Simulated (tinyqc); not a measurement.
Inside a calculation. Method: coherent transport through a tight-binding region between two chains. One step of it, computed by the program tinyqc.

Question. Transmission at E = 0.54 eV. Surface Green function g = (E - i sqrt(4 t^2 - E^2)) / (2 t^2); self-energy tc^2 g on each contact site; G = (E - H - Sigma)^(-1); Gamma = -2 Im Sigma; T = Gamma_L Gamma_R |G_LR|^2; local density of states -Im G_ii / pi.

H of the central region (eV), lower triangle:
```
           1          2          3          4          5
1  -0.550000
2  -1.220000   0.620000
3   0.000000  -1.220000   0.390000
4   0.000000   0.000000  -1.220000   0.260000
5  -1.220000   0.000000   0.000000  -1.220000  -0.080000
```

Leads: semi-infinite chains with site energy 0:
```
parameter                           value
lead hopping t (eV)              1.610000
coupling to the left lead (eV)   1.230000
coupling to the right lead (eV)  0.980000
left contact site                       1
right contact site                      2
```

E = 0.540000 eV

Give: g; G; local density of states; transmission.

Answer.

g = 0.1042-0.6123i 1/eV

G (1/eV), lower triangle:
```
                 1                2                3               4
1   0.1864-0.1161i
2   0.3368-0.0899i   0.0782-0.1254i
3  -0.1801-0.0595i   0.4340+0.0338i   0.2604-0.1448i
4  -0.3146+0.0973i  -0.1315+0.1212i   0.3536-0.0160i  0.0880-0.1193i
5   0.2523+0.0371i  -0.4038-0.0616i  -0.3416+0.1484i  0.4458+0.0433i

                5
5  0.2392-0.1584i
```

local density of states (1/eV): 0.0370  0.0399  0.0461  0.0380  0.0504

transmission = 0.2647
